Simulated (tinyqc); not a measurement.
Hydrogen passivation of interface dangling bonds: competing passivation and dissociation with distributed barriers: one step, computed by the program tinyqc.

P_b + H2 gives P_bH + H at the rate k_f [H2]; P_bH gives P_b + H at the rate k_d. All defects start unpassivated. E_f and E_d are Gaussian and independent.

Question. Distributed barriers. [H2] = solubility factor x p; a = k_f0 [H2] exp(-E_f/(k_B T)), d = k_d0 exp(-E_d/(k_B T)). For one pair of barriers the active share is y = [d + a exp(-(a + d) t)]/(a + d). Temperatures in kelvin are T(C) + 273.15. Average y over both Gaussians with 40 x 40 Gauss-Hermite points. Active density N0 y; threshold shift if each active defect holds one charge, e N0 y t_ox/(3.9 eps_0).

Inputs (values chosen for the exercise, close to those used for P_b centres at the silicon-oxide interface): defect density N0 = 5.8e+11 1/cm^2; passivation prefactor k_f0 = 5.2e-08 cm^3/s; mean passivation barrier E_f = 1.62 eV; spread sigma_f = 0.093 eV; dissociation prefactor k_d0 = 1.3e+12 1/s; mean dissociation barrier E_d = 2.84 eV; spread sigma_d = 0.047 eV; H2 in the oxide per atm, solubility factor = 3.5e+17 1/(cm^3 atm); hydrogen pressure p = 0.03 atm; anneal temperature T = 275 C; anneal time t = 400 s; oxide thickness = 13 nm.

Constants: k_B = 8.617333262e-05 eV/K; e = 1.602176634e-19 C; eps_0 = 8.8541878128e-12 F/m.

Give: active share y; active density; threshold shift.

Answer.

active share y = 0.99813

active density = 5.7892e+11 1/cm^2

threshold shift = 349.18 mV
